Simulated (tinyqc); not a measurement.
Worked calculation: FCI on RHF in the sto-3g basis, for H4, spin multiplicity 1. Computed by tinyqc, a small Python program that keeps every step (integrals from PySCF). Settings: charge = 0, multiplicity = 1, basis = sto-3g, method = RHF, energy threshold = 1e-10, iteration cap = 51, orthogonalisation = canonical, start = core, DIIS depth = 6, ci = FCI, davidson = 1. Command: `OMP_NUM_THREADS=1 python tinyqc.py 31787 31788 out.jsonl` (the two numbers bound the seeds that draw the settings). One thread of a shared host (Intel(R) Xeon(R) Processor @ 2.60GHz), about 0.06 s of CPU time with the checks. The early iterations of the SCF are left out here.

## One-electron integrals

Geometry (angstrom):
```
atom,x,y,z
H,0.0000,0.0000,0.0000
H,0.0000,0.0000,1.0160
H,0.0000,0.0000,2.5560
H,0.0000,0.0000,3.5720
```

Basis sto-3g: exponents (1/bohr^2) and contraction coefficients of normalised primitives:
```
element,l (shell),exponent,coefficient
H,s (1),3.4253,0.1543
H,s (1),0.6239,0.5353
H,s (1),0.1689,0.4446
```

Overlap, kinetic and nuclear-attraction integrals over the contracted functions; the nuclear repulsion is the sum of Za Zb / Rab.

nuclear repulsion = 1.947522 hartree

overlap S, lower triangle:
```
,1H 1s,2H 1s,3H 1s,4H 1s
1H 1s,1.0000
2H 1s,0.4871,1.0000
3H 1s,0.0445,0.2424,1.0000
4H 1s,0.0051,0.0445,0.4871,1.0000
```

kinetic energy T (hartree), lower triangle:
```
,1H 1s,2H 1s,3H 1s,4H 1s
1H 1s,0.7600
2H 1s,0.1055,0.7600
3H 1s,-0.0103,0.0065,0.7600
4H 1s,-0.0027,-0.0103,0.1055,0.7600
```

nuclear attraction V (hartree), lower triangle:
```
,1H 1s,2H 1s,3H 1s,4H 1s
1H 1s,-2.0876
2H 1s,-0.9853,-2.2819
3H 1s,-0.0802,-0.4587,-2.2819
4H 1s,-0.0087,-0.0802,-0.9853,-2.0876
```

core Hamiltonian H = T + V (hartree), lower triangle:
```
,1H 1s,2H 1s,3H 1s,4H 1s
1H 1s,-1.3276
2H 1s,-0.8798,-1.5219
3H 1s,-0.0905,-0.4523,-1.5219
4H 1s,-0.0115,-0.0905,-0.8798,-1.3276
```

## Two-electron integrals

Functions are numbered as in S; the eight-fold symmetry (ij|kl) = (ji|kl) = (kl|ij) leaves the list below.

Two-electron integrals (ij|kl) in chemists' order, unique and non-zero (hartree):
```
i,j,k,l,(ij|kl)
1,1,1,1,0.7746
2,1,1,1,0.3020
2,1,2,1,0.1513
2,2,1,1,0.4729
2,2,2,1,0.3020
2,2,2,2,0.7746
3,1,1,1,0.0180
3,1,2,1,0.0104
3,1,2,2,0.0246
3,1,3,1,0.0010
3,2,1,1,0.0732
3,2,2,1,0.0472
3,2,2,2,0.1285
3,2,3,1,0.0053
3,2,3,2,0.0331
3,3,1,1,0.2070
3,3,2,1,0.1268
3,3,2,2,0.3377
3,3,3,1,0.0180
3,3,3,2,0.1285
3,3,3,3,0.7746
4,1,1,1,0.0015
4,1,2,1,0.0009
4,1,2,2,0.0024
4,1,3,1,1.01e-04
4,1,3,2,0.0006
4,1,3,3,0.0024
4,1,4,1,1.16e-05
4,2,1,1,0.0107
4,2,2,1,0.0067
4,2,2,2,0.0180
4,2,3,1,0.0008
4,2,3,2,0.0053
4,2,3,3,0.0246
4,2,4,1,1.01e-04
4,2,4,2,0.0010
4,3,1,1,0.0846
4,3,2,1,0.0499
4,3,2,2,0.1268
4,3,3,1,0.0067
4,3,3,2,0.0472
4,3,3,3,0.3020
4,3,4,1,0.0009
4,3,4,2,0.0104
4,3,4,3,0.1513
4,4,1,1,0.1481
4,4,2,1,0.0846
4,4,2,2,0.2070
4,4,3,1,0.0107
4,4,3,2,0.0732
4,4,3,3,0.4729
4,4,4,1,0.0015
4,4,4,2,0.0180
4,4,4,3,0.3020
4,4,4,4,0.7746
```

## Orthogonalisation

S = U s U^T; canonical form X = U s^(-1/2), so that X^T S X = 1. Each column of U has its largest component positive (the first on a tie).

eigenvalues of S: 0.4181  0.5790  1.3345  1.6685

X:
```
,1,2,3,4
1H 1s,-0.6657,0.7251,0.4857,0.3423
2H 1s,0.8677,-0.5811,0.3726,0.4272
3H 1s,-0.8677,-0.5811,-0.3726,0.4272
4H 1s,0.6657,0.7251,-0.4857,0.3423
```

## Iteration 9 (converged): orbitals

converged F (hartree), lower triangle:
```
,1H 1s,2H 1s,3H 1s,4H 1s
1H 1s,-0.2436
2H 1s,-0.4720,-0.2664
3H 1s,-0.0633,-0.1859,-0.2664
4H 1s,0.0021,-0.0633,-0.4720,-0.2436
```

Diagonalise F' = X^T F X, C = X C', fill 2 alpha and 2 beta electrons from the bottom; D = 2 C_occ C_occ^T. Each column has its largest component positive (the first on a tie).

F' = X^T F X (hartree), lower triangle:
```
,1,2,3,4
1,0.6055
2,0.0000,0.3429
3,-0.0350,0.0000,-0.4341
4,0.0000,-0.0140,0.0000,-0.5348
```

orbital energies (hartree): MO1 -0.5350, MO2 -0.4353, MO3 0.3431, MO4 0.6066

coefficients C:
```
,MO1,MO2,MO3,MO4
1H 1s,0.3539,0.4630,0.7196,-0.6816
2H 1s,0.4178,0.4015,-0.5879,0.8547
3H 1s,0.4178,-0.4015,-0.5879,-0.8547
4H 1s,0.3539,-0.4630,0.7196,0.6816
```

D after iteration 9, lower triangle:
```
,1H 1s,2H 1s,3H 1s,4H 1s
1H 1s,0.6792
2H 1s,0.6676,0.6717
3H 1s,-0.0761,0.0267,0.6717
4H 1s,-0.1783,-0.0761,0.6676,0.6792
```

## Convergence

Stop when the energy changes by less than 1e-10 hartree and every element of the error matrix X^T (F D S - S D F) X is below 3e-06.

Course of the cycle:
```
iteration,E (hartree),change,largest element of the error matrix
1,-1.979751,-,3.69e-01
2,-2.117106,-1.37e-01,2.79e-02
3,-2.117565,-4.58e-04,2.07e-03
4,-2.117570,-5.26e-06,1.29e-04
5,-2.117570,-1.49e-08,3.63e-05
6,-2.117570,-8.45e-10,2.12e-05
7,-2.117570,-2.19e-10,1.49e-05
8,-2.117570,-2.15e-10,1.11e-08
9,-2.117570,0.0000,8.15e-11
```

PySCF RHF in the same basis = -2.117570 hartree

Converged in 9 iterations.

## Integrals over molecular orbitals

(pq|rs) = sum C_ip C_jq C_kr C_ls (ij|kl), one index at a time.

one-electron integrals over orbitals h = C^T H C (hartree), lower triangle:
```
,1,2,3,4
1,-1.5986
2,0.0000,-1.4962
3,0.1081,0.0000,-1.1092
4,0.0000,-0.0961,0.0000,-0.9464
```

Two-electron integrals over orbitals (pq|rs), unique and non-zero (hartree):
```
p,q,r,s,(pq|rs)
1,1,1,1,0.4275
2,1,2,1,0.1983
2,2,1,1,0.4172
2,2,2,2,0.4248
3,1,1,1,-0.0427
3,1,2,2,-0.0011
3,1,3,1,0.1075
3,2,2,1,0.0633
3,2,3,2,0.1042
3,3,1,1,0.4155
3,3,2,2,0.4165
3,3,3,1,-0.0081
3,3,3,3,0.4322
4,1,2,1,0.0186
4,1,3,2,-0.0810
4,1,4,1,0.0921
4,2,1,1,0.0509
4,2,2,2,0.0130
4,2,3,1,-0.1059
4,2,3,3,0.0103
4,2,4,2,0.1104
4,3,2,1,-0.1931
4,3,3,2,-0.0653
4,3,4,1,-0.0165
4,3,4,3,0.2055
4,4,1,1,0.4438
4,4,2,2,0.4339
4,4,3,1,-0.0467
4,4,3,3,0.4449
4,4,4,2,0.0554
4,4,4,4,0.4816
```

## FCI: determinants and Hamiltonian

Hartree-Fock energy = -2.117570 hartree

Slater-Condon rules over spin orbitals, with the nuclear repulsion added and E(HF) subtracted on the diagonal. Only determinants linked to the reference directly or through others are kept (one block of an abelian symmetry group), so some states are absent.

Occupation strings over the orbitals (2 doubly, a alpha, b beta, 0 empty; spin orbitals ordered 1a 1b 2a 2b ...): 2200 2a0b a2b0 2b0a b2a0 aabb 2020 abab 2002 abba baab 0220 baba 0202 bbaa a0b2 0a2b b0a2 0b2a 0022

H - E(HF) between determinants (hartree), lower triangle:
```
,2200,2a0b,a2b0,2b0a,b2a0,aabb,2020,abab,2002,abba,baab,0220,baba,0202,bbaa,a0b2,0a2b,b0a2,0b2a,0022
2200,0.0000
2a0b,0.0000,0.7183
a2b0,0.0000,0.0873,0.5701
2b0a,0.0000,-0.1104,0.1059,0.7183
b2a0,0.0000,0.1059,-0.1075,0.0873,0.5701
aabb,0.0248,-0.0341,-0.0433,0.0000,0.0000,1.0828
2020,0.1042,-0.0653,-0.0633,0.0653,0.0633,-0.0810,0.9559
abab,0.0810,0.0633,0.0653,-0.0165,-0.0186,-0.1042,-0.1121,1.2687
2002,0.1104,0.0424,0.0000,-0.0424,0.0000,0.1059,0.2055,-0.1931,1.4753
abba,-0.1059,0.0000,-0.0406,0.0456,0.0000,-0.1104,0.1931,-0.2055,0.0873,1.2903
baab,-0.1059,-0.0456,0.0000,0.0000,0.0406,-0.1075,0.1931,-0.1983,0.0873,0.0000,1.2903
0220,0.1075,0.0000,0.0346,0.0000,-0.0346,0.1059,0.1983,-0.1931,0.0000,0.0873,0.0873,1.1689
baba,0.0810,0.0165,0.0186,-0.0633,-0.0653,-0.0921,-0.1121,0.0000,-0.1931,-0.1983,-0.2055,-0.1931,1.2687
0202,0.0921,-0.0186,-0.0165,0.0186,0.0165,-0.0810,0.0000,-0.1121,0.1983,0.1931,0.1931,0.2055,-0.1121,1.6014
bbaa,0.0248,0.0000,0.0000,0.0341,0.0433,0.0000,-0.0810,-0.0921,0.1059,-0.1075,-0.1104,0.1059,-0.1042,-0.0810,1.0828
a0b2,0.0000,-0.1059,0.1104,0.0248,0.0000,-0.0018,0.0165,-0.0653,-0.0116,0.0857,0.0000,0.0000,-0.0186,0.0633,0.0000,1.8415
0a2b,0.0000,0.1075,-0.1059,0.0000,0.0248,0.0111,0.0186,-0.0633,0.0000,0.0000,0.0687,0.0027,-0.0165,0.0653,0.0000,0.0873,1.6833
b0a2,0.0000,0.0248,0.0000,-0.1059,0.1104,0.0000,-0.0165,0.0186,0.0116,0.0000,-0.0857,0.0000,0.0653,-0.0633,0.0018,-0.1075,0.1059,1.8415
0b2a,0.0000,0.0000,0.0248,0.1075,-0.1059,0.0000,-0.0186,0.0165,0.0000,-0.0687,0.0000,-0.0027,0.0633,-0.0653,-0.0111,0.1059,-0.1104,0.0873,1.6833
0022,0.0000,0.0000,0.0000,0.0000,0.0000,0.0248,0.0921,0.0810,0.1075,-0.1059,-0.1059,0.1104,0.0810,0.1042,0.0248,0.0230,0.0451,-0.0230,-0.0451,2.2364
```

## FCI: roots

Diagonalise (each vector has its largest component positive (the first on a tie)); all determinants have Ms = 0, so triplets appear too. The lowest singlet root is the correlation energy.

lowest roots of this matrix, relative to E(HF) (hartree): -0.0710  0.2925  0.5114  0.6686  0.7038  0.7231  0.8453  1.0033

lowest vectors:
```
,root 1,root 2,root 3,root 4
2200,0.9685,0.0000,0.0180,0.0000
2a0b,0.0039,-0.4021,0.1931,0.0000
a2b0,0.0053,0.5671,0.4199,0.0000
2b0a,-0.0039,-0.4021,-0.1931,0.0000
b2a0,-0.0053,0.5671,-0.4199,0.0000
aabb,-0.0150,0.0125,0.1820,0.4082
2020,-0.1202,0.0000,0.5115,0.0000
abab,-0.0757,-0.0071,-0.1126,0.4082
2002,-0.0740,0.0000,-0.2339,0.0000
abba,0.0906,0.0542,-0.0693,0.4082
baab,0.0906,-0.0542,-0.0693,0.4082
0220,-0.0903,0.0000,-0.3572,0.0000
baba,-0.0757,0.0071,-0.1126,0.4082
0202,-0.0670,0.0000,0.1592,0.0000
bbaa,-0.0150,-0.0125,0.1820,0.4082
a0b2,-0.0048,-0.0808,-0.0315,0.0000
0a2b,-0.0034,0.0844,0.0066,0.0000
b0a2,0.0048,-0.0808,0.0315,0.0000
0b2a,0.0034,0.0844,-0.0066,0.0000
0022,0.0298,0.0000,-0.0022,0.0000
```

<S^2> of these roots: 0.0000  2.0000  0.0000  6.0000  0.0000  2.0000  0.0000  0.0000

weight of the ground state by excitation level 0, 1, 2, ...: 0.9380  0.0001  0.0609  0.0001  0.0009

## The lowest root by the Davidson method

Start from the reference; add the residual divided by (theta - H_ii), orthogonalised, at each step.

Davidson iterations:
```
iteration,subspace,lowest Ritz value (hartree),residual norm
1,1,0.000000,2.83e-01
2,2,-0.068201,7.49e-02
3,3,-0.070946,1.20e-02
4,4,-0.071009,2.00e-03
5,5,-0.071012,3.41e-04
6,6,-0.071012,7.28e-05
7,7,-0.071012,1.32e-05
8,8,-0.071012,4.16e-06
9,9,-0.071012,8.34e-07
10,10,-0.071012,7.59e-08
```
